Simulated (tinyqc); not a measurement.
Inside a calculation. Method: UHF in the sto-3g basis, for BeH2, spin multiplicity 1. This run ends on a higher stationary point, not on the lowest solution. One step of it, computed by the program tinyqc.

Question. Iteration 1: diagonalisation and new density. Diagonalise F' = X^T F X, C = X C', fill 3 alpha and 3 beta electrons from the bottom; D(s) = C_occ C_occ^T. Each column has its largest component positive (the first on a tie).

F(alpha) (hartree):
```
,1Be 1s,1Be 2s,1Be 2px,1Be 2py,1Be 2pz,2H 1s,3H 1s
1Be 1s,-3.891912,-1.141764,0.000000,0.000000,0.000000,-0.099541,-0.099541
1Be 2s,-1.141764,-0.396729,0.000000,0.000000,0.000000,-0.171459,-0.171459
1Be 2px,0.000000,0.000000,0.495975,-0.032824,-0.010392,-0.007783,0.007783
1Be 2py,0.000000,0.000000,-0.032824,0.088964,-0.150223,-0.161232,0.161232
1Be 2pz,0.000000,0.000000,-0.010392,-0.150223,0.450683,-0.035618,0.035618
2H 1s,-0.099541,-0.171459,-0.007783,-0.161232,-0.035618,-0.111989,-0.002665
3H 1s,-0.099541,-0.171459,0.007783,0.161232,0.035618,-0.002665,-0.111989
```

F(beta) (hartree):
```
,1Be 1s,1Be 2s,1Be 2px,1Be 2py,1Be 2pz,2H 1s,3H 1s
1Be 1s,-3.891912,-1.141764,0.000000,0.000000,0.000000,-0.099541,-0.099541
1Be 2s,-1.141764,-0.396729,0.000000,0.000000,0.000000,-0.171459,-0.171459
1Be 2px,0.000000,0.000000,0.495975,0.032824,-0.010392,0.007783,-0.007783
1Be 2py,0.000000,0.000000,0.032824,0.088964,0.150223,-0.161232,0.161232
1Be 2pz,0.000000,0.000000,-0.010392,0.150223,0.450683,0.035618,-0.035618
2H 1s,-0.099541,-0.171459,0.007783,-0.161232,0.035618,-0.111989,-0.002665
3H 1s,-0.099541,-0.171459,-0.007783,0.161232,-0.035618,-0.002665,-0.111989
```

X:
```
,1,2,3,4,5,6,7
1Be 1s,0.000000,-0.511666,0.835319,0.000000,0.000000,0.344763,0.000000
1Be 2s,0.000000,0.962516,-0.020340,0.000000,0.000000,0.572920,0.000000
1Be 2px,0.000000,0.000000,0.000000,1.000000,0.000000,0.000000,0.000000
1Be 2py,0.994607,0.000000,0.000000,0.000000,0.000000,0.000000,0.579642
1Be 2pz,0.000000,0.000000,0.000000,0.000000,1.000000,0.000000,0.000000
2H 1s,-0.705580,-0.550747,-0.405796,0.000000,0.000000,0.340484,0.408541
3H 1s,0.705580,-0.550747,-0.405796,0.000000,0.000000,0.340484,-0.408541
```

Give: F' = X^T F X; orbital energies; coefficients C; F' = X^T F X; orbital energies; coefficients C; D(alpha) after iteration 1; D(beta) after iteration 1.

Answer.

F' = X^T F X (alpha) (hartree):
```
,1,2,3,4,5,6,7
1,0.4317,0.0000,0.0000,-0.0217,-0.0992,0.0000,0.1152
2,0.0000,-0.0800,0.8704,0.0000,0.0000,0.5349,0.0000
3,0.0000,0.8704,-2.5854,0.0000,0.0000,-1.5696,0.0000
4,-0.0217,0.0000,0.0000,0.4960,-0.0104,0.0000,-0.0254
5,-0.0992,0.0000,0.0000,-0.0104,0.4507,0.0000,-0.1162
6,0.0000,0.5349,-1.5696,0.0000,0.0000,-1.2510,0.0000
7,0.1152,0.0000,0.0000,-0.0254,-0.1162,0.0000,-0.1593
```

orbital energies (alpha) (hartree): MO1 -3.8969, MO2 -0.2153, MO3 -0.1965, MO4 0.1958, MO5 0.3383, MO6 0.4982, MO7 0.5790

coefficients C (alpha):
```
,MO1,MO2,MO3,MO4,MO5,MO6,MO7
1Be 1s,0.9894,-0.1917,0.0000,-0.2505,0.0000,0.0000,0.0000
1Be 2s,0.0390,0.5685,0.0000,0.9645,0.0000,0.0000,0.0000
1Be 2px,0.0000,0.0000,0.0332,0.0000,0.1455,0.9770,-0.1527
1Be 2py,0.0000,0.0000,0.4127,0.0000,0.7317,0.0000,0.7871
1Be 2pz,0.0000,0.0000,0.1522,0.0000,0.6657,-0.2135,-0.6986
2H 1s,-0.0044,0.4603,0.5071,-0.6099,-0.5137,0.0000,-0.3791
3H 1s,-0.0044,0.4603,-0.5071,-0.6099,0.5137,0.0000,0.3791
```

F' = X^T F X (beta) (hartree):
```
,1,2,3,4,5,6,7
1,0.4317,0.0000,0.0000,0.0217,0.0992,0.0000,0.1152
2,0.0000,-0.0800,0.8704,0.0000,0.0000,0.5349,0.0000
3,0.0000,0.8704,-2.5854,0.0000,0.0000,-1.5696,0.0000
4,0.0217,0.0000,0.0000,0.4960,-0.0104,0.0000,0.0254
5,0.0992,0.0000,0.0000,-0.0104,0.4507,0.0000,0.1162
6,0.0000,0.5349,-1.5696,0.0000,0.0000,-1.2510,0.0000
7,0.1152,0.0000,0.0000,0.0254,0.1162,0.0000,-0.1593
```

orbital energies (beta) (hartree): MO1 -3.8969, MO2 -0.2153, MO3 -0.1965, MO4 0.1958, MO5 0.3383, MO6 0.4982, MO7 0.5790

coefficients C (beta):
```
,MO1,MO2,MO3,MO4,MO5,MO6,MO7
1Be 1s,0.9894,-0.1917,0.0000,-0.2505,0.0000,0.0000,0.0000
1Be 2s,0.0390,0.5685,0.0000,0.9645,0.0000,0.0000,0.0000
1Be 2px,0.0000,0.0000,-0.0332,0.0000,-0.1455,0.9770,0.1527
1Be 2py,0.0000,0.0000,0.4127,0.0000,0.7317,0.0000,0.7871
1Be 2pz,0.0000,0.0000,-0.1522,0.0000,-0.6657,-0.2135,0.6986
2H 1s,-0.0044,0.4603,0.5071,-0.6099,-0.5137,0.0000,-0.3791
3H 1s,-0.0044,0.4603,-0.5071,-0.6099,0.5137,0.0000,0.3791
```

D(alpha) after iteration 1:
```
,1Be 1s,1Be 2s,1Be 2px,1Be 2py,1Be 2pz,2H 1s,3H 1s
1Be 1s,1.0157,-0.0704,0.0000,0.0000,0.0000,-0.0926,-0.0926
1Be 2s,-0.0704,0.3248,0.0000,0.0000,0.0000,0.2615,0.2615
1Be 2px,0.0000,0.0000,0.0011,0.0137,0.0051,0.0169,-0.0169
1Be 2py,0.0000,0.0000,0.0137,0.1703,0.0628,0.2093,-0.2093
1Be 2pz,0.0000,0.0000,0.0051,0.0628,0.0232,0.0772,-0.0772
2H 1s,-0.0926,0.2615,0.0169,0.2093,0.0772,0.4690,-0.0453
3H 1s,-0.0926,0.2615,-0.0169,-0.2093,-0.0772,-0.0453,0.4690
```

D(beta) after iteration 1:
```
,1Be 1s,1Be 2s,1Be 2px,1Be 2py,1Be 2pz,2H 1s,3H 1s
1Be 1s,1.0157,-0.0704,0.0000,0.0000,0.0000,-0.0926,-0.0926
1Be 2s,-0.0704,0.3248,0.0000,0.0000,0.0000,0.2615,0.2615
1Be 2px,0.0000,0.0000,0.0011,-0.0137,0.0051,-0.0169,0.0169
1Be 2py,0.0000,0.0000,-0.0137,0.1703,-0.0628,0.2093,-0.2093
1Be 2pz,0.0000,0.0000,0.0051,-0.0628,0.0232,-0.0772,0.0772
2H 1s,-0.0926,0.2615,-0.0169,0.2093,-0.0772,0.4690,-0.0453
3H 1s,-0.0926,0.2615,0.0169,-0.2093,0.0772,-0.0453,0.4690
```
